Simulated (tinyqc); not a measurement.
Precursor delivery and alloy composition in metal-organic vapour-phase epitaxy: one step, computed by the program tinyqc. Command: `OMP_NUM_THREADS=1 python tinyqc.py 3017359 3017360 out.jsonl movpe walk`. One thread of a shared host (Intel(R) Xeon(R) Processor @ 2.30GHz), about 0.01 s of CPU time with the checks.

Carrier gas leaves each bubbler saturated. Group-III species cross a boundary layer and react at the surface; element 2 can also desorb. The film is (1)_(1-x) (2)_x V with a zinc-blende cell.

Task: Composition and growth rate. Loss of element 2 is r x with r = prefactor x exp(-energy/(k_B T)). Then x = (g2 - r x)/(g1 + g2 - r x), or r x^2 - (g1 + g2 + r) x + g2 = 0, smaller root; growth rate G = g1/(1 - x) layers/s; one layer is a/2 thick, 1 angstrom/s = 0.36 um/h. Temperatures in kelvin are T(C) + 273.15. Distribution coefficient = [x/(1 - x)]/[x_g/(1 - x_g)], x_g = g2/(g1 + g2).

Inputs (values chosen for the exercise, close to those used for InGaP from TEGa and TMIn):

| quantity | value | unit |
|---|---|---|
| source 1: bath temperature | 16 | C |
| source 2: bath temperature | 16 | C |
| prefactor of the loss of element 2 | 2.5e+15 | layers/s |
| energy of the loss | 3.11 | eV |
| lattice constant a | 5.65 | angstrom |
| growth temperature T | 680 | C |

arrival rates (layers/s): g1 0.1564251, g2 2.645399

Constants: k_B = 8.617333262e-05 eV/K.

Give: loss rate r; solid share x; growth rate G; distribution coefficient.

Result:

loss rate r = 0.08991 layers/s

solid share x = 0.9424

growth rate G = 2.763 um/h

distribution coefficient = 0.9680

3.2 % of element 2 is lost again. Caution: the lattice constant is held fixed as x changes, delta does not respond to the flow, both precursors share one D and k_s, and gas-phase side reactions are left out.
